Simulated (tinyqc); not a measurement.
# Admittance spectroscopy of a deep trap: admittance against temperature

Schottky contact on an n-type layer with shallow donors Nd (all ionised) and a donor-like deep trap, neutral when filled and positive when empty; depletion approximation. Traps within lam of the depletion edge stay filled. The traps at xt = W - lam, where the level crosses the Fermi level, follow a slow signal and not a fast one. w = 2 pi f.

Emission rate en = sn vth(T) Nc(T) exp(-Et/kB T) = sn g T^2 exp(-Et/kB T), g = vth Nc/(300 K)^2, as vth goes as T^0.5 and Nc as T^1.5 (degeneracy factor 1). lam = sqrt(2 eps0 eps_r (EF - ET)/(q Nd)), EF - ET = Et - (kB T/q) ln(Nc(T)/Nd), Nc(T) = Nc (T/300 K)^1.5. In the steady state at the band bending V, 2 eps0 eps_r V/q = Nd W^2 + Nt (W - lam)^2 (the second term only if W > lam). V = Vbi + Vr. C_HF = eps0 eps_r/W, C_LF = eps0 eps_r (Nd + Nt)/(Nd W + Nt xt). Inflection frequency w0 = 2 en [1 + Nt xt/(Nd W)]; C = C_HF + (C_LF - C_HF)/(1 + (w/w0)^2), G/w = (C_LF - C_HF)(w/w0)/(1 + (w/w0)^2).

Parameters, values chosen for the exercise; material values those of a made-up semiconductor:
- eps_r = 10.1 (relative permittivity)
- Nc = 4.84e17 cm^-3 (conduction-band density of states at 300 K)
- vth = 3.9e7 cm/s (thermal velocity at 300 K)
- Nd = 1e16 cm^-3 (shallow donor density)
- Vbi = 1.19 V (built-in voltage)
- Et = 0.12 eV (depth of the trap below the conduction edge)
- sn = 1.1e-14 cm^2 (capture cross-section)
- Nt = 1.6e15 cm^-3 (trap density)
- Vr = 1 V (reverse bias)
- f = 98000 Hz (signal frequency)

Constants: q = 1.602176634e-19 C, kB = 1.380649e-23 J/K, eps0 = 8.8541878128e-14 F/cm where lengths are in cm. Results are converted to the units shown.

Admittance against temperature:
```
T (K)  w0/(2 pi) (Hz)  C (nF/cm^2)  G/w (nF/cm^2)
99             6296.9       18.938       0.038798
103             11772       18.947       0.071344
108             24209       18.977        0.13914
113             46900       19.057        0.23075
118             86234       19.207        0.29133
123          1.5142e5       19.365        0.26554
127          2.3064e5       19.448        0.20797
132          3.7756e5       19.499        0.13917
137          5.9789e5       19.519       0.090451
142          9.1902e5       19.527       0.059136
147          1.3752e6       19.529       0.039345
```

Read the table: what changes, and by how much?

G/w goes from 0.0388 through a maximum of 0.291 (at T = 118 K among the rows listed) to 0.0393 nF/cm^2, where w0 passes the signal: w0/(2 pi) rises from 6300 to 1.38e6 Hz. C rises from 18.9 to 19.5 nF/cm^2. In 3 of the 11 rows T is below 110 K, where shallow donors begin to freeze out; the model keeps them ionised.

tinyqc, about 0.01 s, one thread, Intel Xeon 2.30GHz (shared host): `OMP_NUM_THREADS=1 python tinyqc.py 2050015 2050016 out.jsonl`
